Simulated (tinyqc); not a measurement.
Grain-boundary diffusion: Harrison regimes, Fisher and Le Claire analysis, Hart average: one step, computed by the program tinyqc. Command: `OMP_NUM_THREADS=1 python tinyqc.py 3003042 3003043 out.jsonl gbdiff walk`. One thread of a shared host (Intel(R) Xeon(R) Processor @ 2.30GHz), about 0.01 s of CPU time with the checks.

A boundary is a slab of width delta with diffusivity D_b, normal to a surface held at constant concentration; it leaks into grains of diffusivity D.

Task: Penetration along an isolated boundary. Fisher: the mean concentration falls as exp(-y/y_F), y_F = sqrt(P) (pi t/(4 D))^(1/4), with the boundary equation P d2c/dy2 = 2 c sqrt(D/(pi t)). Le Claire (from the Whipple solution): ln c falls as -(y/y_L)^(6/5) with P = 1.322 sqrt(D/t) y_L^2.

Inputs (values chosen for the exercise, for a model polycrystal): temperature T = 2000 K; time t = 2800 s.

triple product P = 2.518221e-20 m^3/s

D = 6.104854e-15 m^2/s

Give: Fisher depth y_F; Le Claire depth y_L.

Result:

Fisher depth y_F = 3.8877 um

Le Claire depth y_L = 3.5917 um

Caution: the Fisher and Le Claire forms need regime B with beta above 10.
